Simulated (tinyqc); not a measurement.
# Gap voltage and exponent from three temperatures

Problem. At constant current VBE(T) = Vg0 - a T - eta (kB T/q) ln T, where a is a constant. Find Vg0, eta and dVBE/dT at the middle temperature.

Constants: q = 1.602176634e-19 C, kB = 1.380649e-23 J/K. Results are converted to the units shown.

T (K): [253, 273, 390]
VBE at a constant current (V): [0.8318511198, 0.7999085040, 0.6061940395]

Solution. The relation is linear in Vg0, a and eta, so three points give a linear system; the slope is (VBE - Vg0 - eta kB T/q)/T. eta rests on the curvature of VBE(T) alone, so real fits need accuracy of some tens of microvolts or better.

Vg0 = 1.17 V
eta = 3.00
dVBE/dT = -1.61 mV/K

Numbers from tinyqc (`OMP_NUM_THREADS=1 python tinyqc.py 2062082 2062083 out.jsonl`; about 0.02 s on one thread of a shared Intel Xeon 2.30GHz).
